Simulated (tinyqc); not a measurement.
Worked calculation: UHF in the sto-3g basis, for BeH, spin multiplicity 2. This run ends on a higher stationary point, not on the lowest solution. Computed by tinyqc, a small Python program that keeps every step (integrals from PySCF). Settings: charge = 0, multiplicity = 2, basis = sto-3g, energy threshold = 1e-10, iteration cap = 51, orthogonalisation = symmetric, start = Wolfsberg-Helmholz matrix, DIIS depth = 4, method = UHF. Command: `OMP_NUM_THREADS=1 python tinyqc.py 29916 29917 out.jsonl` (the two numbers bound the seeds that draw the settings). One thread of a shared host (Intel(R) Xeon(R) Processor @ 2.60GHz), about 0.1 s of CPU time with the checks.

Geometry (angstrom):
```
atom,x,y,z
Be,0.000000,0.000000,0.000000
H,0.000000,0.000000,1.489000
```

Stop when the energy changes by less than 1e-10 hartree and every element of the error matrix X^T (F D S - S D F) X (for each spin) is below 3e-06.

Course of the cycle:
```
iteration,E (hartree),change,largest element of the error matrix
1,-14.75629998,-,6.64e-02
2,-14.78885860,-3.26e-02,3.11e-02
3,-14.80198013,-1.31e-02,1.95e-02
4,-14.80714055,-5.16e-03,1.41e-02
5,-14.80928076,-2.14e-03,1.02e-02
6,-14.81077639,-1.50e-03,2.25e-03
7,-14.81087126,-9.49e-05,6.58e-04
8,-14.81087432,-3.06e-06,3.24e-04
9,-14.81087502,-6.93e-07,1.69e-04
10,-14.81087536,-3.45e-07,1.24e-05
11,-14.81087536,-1.34e-09,2.63e-06
12,-14.81087536,-5.21e-11,3.33e-07
```

Can the last value be used, and what does the course show?

No, though the log alone does not show it. Converged in 12 iterations. But the solution lies 0.11315 hartree above the reference: it is another stationary point, not the lowest one. Reruns (cap 100 unless said): DIIS 8: converged in 11 to a higher stationary point; damping 0.5: converged in 95 to a higher stationary point; level shift 0.5: converged in 91 to a higher stationary point; atomic densities as start, DIIS 8: converged in 10. PySCF UHF in the same basis, after a stability check = -14.92402296 hartree.
